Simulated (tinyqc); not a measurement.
Worked calculation: valley splitting in a one-orbital chain of atomic planes (second-neighbour model). Values are carried at full precision from step to step, so a last printed digit may differ when a step is redone from the rounded ones.

Each (001) plane carries one orbital with energy e0, hopping v to the next plane and u to the second: E(phi) = e0 + 2 v cos(phi) + 2 u cos(2 phi), where phi = pi - k a/4 (the sign of every second orbital is chosen so that v > 0, which shifts the phase by pi). The minimum lies at cos(phi0) = -v/(4u), phi0 = pi - (pi/2) k0 for a valley at k0 (2 pi/a), and e0 puts it at zero. A slab of N planes has hard walls: the matrix simply ends.

Constants: hbar^2/2m0 = 3.80998211 eV angstrom^2.

Inputs chosen for the exercise (near those of the Delta valleys of silicon; abrupt walls in this chain split the valleys several times more than measured wells; shifted at random, so the results belong to these values and not to a real crystal): a = 5.425 angstrom (lattice constant; planes lie a/4 apart); k0 = 0.854 2 pi/a (position of the valley); ml = 0.863 m0 (longitudinal mass); N = 10 (planes in the small slab).

## Hoppings from the valley position and mass

The curvature at the minimum is d2E/dphi2 = 8 u sin^2(phi0) = (2c/ml)/(a/4)^2 with c = hbar^2/2m0; v = -4 u cos(phi0); e0 = 2u + v^2/(4u).

phi0 = 1.80013 rad
u = 0.63273 eV
v = 0.57536 eV
e0 = 1.39625 eV

## The bulk band

E at phi = j pi/10.

Band:

| phi/pi | E (eV) |
|---|---|
| 0.0 | 3.8124 |
| 0.1 | 3.5144 |
| 0.2 | 2.7182 |
| 0.3 | 1.6816 |
| 0.4 | 0.7281 |
| 0.5 | 0.1308 |
| 0.6 | 0.0169 |
| 0.7 | 0.3288 |
| 0.8 | 0.8564 |
| 0.9 | 1.3256 |
| 1.0 | 1.5110 |

## Hamiltonian of the slab

e0 on the diagonal, v and u on the first and second off-diagonals.

H (eV):
```
         1       2       3       4       5       6       7       8       9      10
1   1.3963  0.5754  0.6327       0       0       0       0       0       0       0
2   0.5754  1.3963  0.5754  0.6327       0       0       0       0       0       0
3   0.6327  0.5754  1.3963  0.5754  0.6327       0       0       0       0       0
4        0  0.6327  0.5754  1.3963  0.5754  0.6327       0       0       0       0
5        0       0  0.6327  0.5754  1.3963  0.5754  0.6327       0       0       0
6        0       0       0  0.6327  0.5754  1.3963  0.5754  0.6327       0       0
7        0       0       0       0  0.6327  0.5754  1.3963  0.5754  0.6327       0
8        0       0       0       0       0  0.6327  0.5754  1.3963  0.5754  0.6327
9        0       0       0       0       0       0  0.6327  0.5754  1.3963  0.5754
10       0       0       0       0       0       0       0  0.6327  0.5754  1.3963
```

## Levels and the valley doublet

Diagonalise H. The two lowest levels are the doublet made from the valleys at +k0 and -k0; give their splitting, the weights of the lowest state, and its parity under reversal of the planes.

levels (eV): 0.1527  0.1679  0.5855  0.5934  1.0591  1.2606  1.4288  2.1476  2.9783  3.5887

splitting = 15.15 meV

weights on the planes: 0.056  0.001  0.195  0.057  0.192  0.192  0.057  0.195  0.001  0.056

parity of the lowest state: odd

The mean of the doublet lies 0.1603 eV above the bulk minimum, and level 3 lies 0.4252 eV above that mean; the weights oscillate from plane to plane because the two valleys interfere.

## Checks

- Mean of the doublet for 400 planes against the effective-mass level with W = 402 a/4 (meV): both 0.1466.

Program tinyqc; command `OMP_NUM_THREADS=1 python tinyqc.py 1481352 1481353 out.jsonl`; about 0.01 s on one thread of a shared Intel(R) Xeon(R) Processor @ 2.30GHz.
